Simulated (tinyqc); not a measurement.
A ladder of methods, and size consistency: correlation methods against full CI in the sto-3g basis, for BeH2, spin multiplicity 1. Computed by the program tinyqc with PySCF. All electrons correlated; +Q is the Davidson correction (1 - c0^2) E_corr. The last columns treat two copies 100 angstrom apart as one system. FCI is the lowest singlet.

Geometry (angstrom):

| atom | x | y | z |
|---|---|---|---|
| Be | 0.0000 | 0.0000 | 0.0000 |
| H | 0.0000 | 1.4110 | 0.0000 |
| H | 0.0000 | -1.4110 | 0.0000 |

RHF energy of one = -15.550717 hartree

Correlation energies (hartree):

| method | E_corr of one | share of FCI (%) | E_corr of two at 100 angstrom | two minus twice one (mhartree) |
|---|---|---|---|---|
| MP2 | -0.02529 | 65.120 | -0.05059 | 0.000 |
| CISD | -0.03789 | 97.557 | -0.07362 | 2.170 |
| CISD+Q | -0.03905 | 100.524 | -0.07771 | 0.384 |
| CCSD | -0.03837 | 98.783 | -0.07674 | 0.000 |
| CCSD(T) | -0.03862 | 99.423 | -0.07724 | 0.000 |
| FCI | -0.03884 | 100.000 | - | - |

What does the comparison show, and why?

MP2 recovers 65 %, CISD 97.6 % and CCSD 98.8 % of the FCI value (c0^2 = 0.970 in CISD). MP2 and coupled cluster are size consistent, so their last column vanishes; CISD loses 2.17 mhartree, since a double excitation on each copy is a quadruple of the pair, and the Davidson correction leaves +0.38.
